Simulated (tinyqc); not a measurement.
Inside a calculation. Method: tight binding, dimerised chain. One step of it, computed by the program tinyqc.

Problem. Levels at X. Diagonalise the Hermitian matrix.

H(k) at X (eV), order A, B:
$$\begin{pmatrix}
0.820000 & 0.150000 \\
0.150000 & -0.820000
\end{pmatrix}$$

Give: eigenvalues; weights |c|^2 of the basis functions.

Solution.

eigenvalues (eV): [-0.834, 0.834]

weights |c|^2 of the basis functions, order A, B:
$$\begin{pmatrix}
0.008 & 0.992 \\
0.992 & 0.008
\end{pmatrix}$$
